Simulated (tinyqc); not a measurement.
Surface Green function of a chain with one s and one p orbital a site, Sancho-Rubio decimation: effect of the broadening.

A semi-infinite lead of cells 0, 1, 2, ... with H0 inside a cell and H1 = <cell i|H|cell i + 1>. H1 = [[-vss, vsp], [-vsp, vpp]]. z = E + i eta.

Start with e_s = e = H0, a = H1, b = H1^dagger. Each round: g = (z - e)^(-1); e_s <- e_s + a g b; e <- e + a g b + b g a; a <- a g a; b <- b g b (all with the old a, b). Round k joins cells 2^k apart. Stop when the largest entry of the matrices a and b is below 1e-12 eV; g_s = (z - e_s)^(-1), bulk (z - e)^(-1), density of states -Im Tr/pi. The last column counts the steps of the plain recursion g <- (z - H0 - H1 g H1^dagger)^(-1), one cell a step from g = (z - H0)^(-1), until no entry changes by more than 1e-8 1/eV.

Parameters, values chosen for the exercise:
- E = 4.41 eV (energy)

H0 (eV):

|  | s | p |
|---|---|---|
| s | -1.79 | 0 |
| p | 0 | 0.77 |

H1 (eV):

|  | s | p |
|---|---|---|
| s | -2.7 | 2.35 |
| p | -2.35 | 2.51 |

Result of one run:

| rounds | surface density of states (1/eV) | plain steps |
|---|---|---|
| 7 | 0.2340 | 40 |

Which broadening eta gave this result: 0.3, 0.1, 0.03 or 0.01 eV?

eta = 0.3 eV.

The whole series:

| eta (eV) | rounds | surface density of states (1/eV) | plain steps |
|---|---|---|---|
| 0.8 | 6 | 0.1648 | 16 |
| 0.3 | 7 | 0.2340 | 40 |
| 0.1 | 9 | 0.2744 | 117 |
| 0.05 | 10 | 0.2855 | 234 |
| 0.03 | 11 | 0.2901 | 390 |
| 0.01 | 12 | 0.2947 | 1169 |

The rounds go from 6 to 12 and the plain steps from 16 to 1169. Inside a band the plain recursion needs a number of steps that grows as 1/eta, the decimation only as log2(1/eta). The density of states tends to 0.2970 1/eV as eta goes to zero; the first row is 45 % below that and the last 0.78 % below it.

Computed by the program tinyqc: `OMP_NUM_THREADS=1 python tinyqc.py 2680043 2680044 out.jsonl`, one thread of a shared Intel Xeon 2.30GHz, about 0.03 s for the whole run.
